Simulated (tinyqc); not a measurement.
Isotherms: adsorption as a lattice gas: isotherms with interactions, competition, desorption peaks and saturation dose. Computed by tinyqc, a small Python program. Command: `OMP_NUM_THREADS=1 python tinyqc.py 3005773 3005774 out.jsonl adsorb walk`. One thread of a shared host (Intel(R) Xeon(R) Processor @ 2.30GHz), about 0.2 s of CPU time with the checks.

One adsorbate per site; a molecule needs 2 empty sites. Gas and surface have the same temperature.

Inputs (values chosen for the exercise, for a model surface):
```
quantity                             value    unit
desorption energy E                   2.37      eV
prefactor nu                       7.2e+14     1/s
pair energy w (positive repels)     -0.014      eV
neighbours z                             3       -
site density N_s                        14  1/nm^2
molecular mass M                       167       u
sticking coefficient s0               0.33       -
temperature T                          900       K
pressure p                            0.32      Pa
blocking by a second gas, K_B p_B        3       -
```

Adsorption: dissociative (second order).

Constants: u = 1.6605390666e-27 kg; k_B = 1.380649e-23 J/K; k_B = 8.617333262e-05 eV/K.

Method. Flux F = p/sqrt(2 pi M k_B T); k_d = nu exp(-E/(k_B T)); 2 s0 F (1 - theta)^2 = N_s k_d theta^2, so y = sqrt(2 s0 F/(N_s k_d)), theta = y/(1 + y). With a second gas on the same sites theta = y/(1 + y + K_B p_B). With u = w/(k_B T). Mean field: theta/(1 - theta) = y exp(-z u theta). Quasi-chemical: theta/(1 - theta) = y [(r - 1 + 2 theta)(1 - theta)/((r + 1 - 2 theta) theta)]^(-z/2) exp(-z u/2), r = sqrt(1 - 4 theta (1 - theta)(1 - exp(-u))).

u = -0.180515

Coverage; the first column is ln y - z u/2:
```
ln y - z u/2  no interaction  mean field  quasi-chemical
-5.0                 0.00511     0.00513         0.00513
-3.0                 0.03659     0.03731         0.03737
-2.0                 0.09357     0.09818         0.09851
-1.0                 0.21913     0.24241         0.24335
-0.5                 0.31631     0.35988         0.36069
0.0                  0.43272     0.50000         0.50000
0.5                  0.55706     0.64012         0.63931
1.0                  0.67464     0.75759         0.75665
2.0                  0.84931     0.90182         0.90149
3.0                  0.93873     0.96269         0.96263
5.0                  0.99124     0.99487         0.99487
```

What follows from these numbers?

At half coverage the slope d theta/d ln y is 1/4 without interaction, 1/(4 + z u) = 0.289 in mean field and 0.287 in the pair theory, 1/[4 + 2 z (exp(u/2) - 1)]. Attraction steepens the filling towards a step; the two theories differ by at most 9.4e-4 in these rows.
